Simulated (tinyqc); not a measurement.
Segment and feed resistance from two drops.

Problem. A rail is fed at one end through Rq; K loads of Ij follow, each after a segment Rs. The drop at load j is K Ij Rq + Rs Ij sum_(l=1..j) (K - l + 1). Find Rs, Rq and the worst drop, at the middle, if the rail were fed through Rq at both ends: K Ij Rq/2 + Rs Ij K^2/8 with the load taken as continuous.

Values chosen for this exercise: number of equal loads K = 8; current of each load Ij = 0.98 mA.

drops at the first and at the last load (mV): [3.0576000, 6.3504000]

Answer. The difference of the two drops is Rs Ij K (K - 1)/2, which gives Rs; the first drop then gives Rq.

Rs = 0.1200 ohm
Rq = 0.2700 ohm
drop at the middle with two feeds = 1.999 mV

Numbers from tinyqc (`OMP_NUM_THREADS=1 python tinyqc.py 2770202 2770203 out.jsonl`; about 0.1 s on one thread of a shared Intel Xeon 2.30GHz).
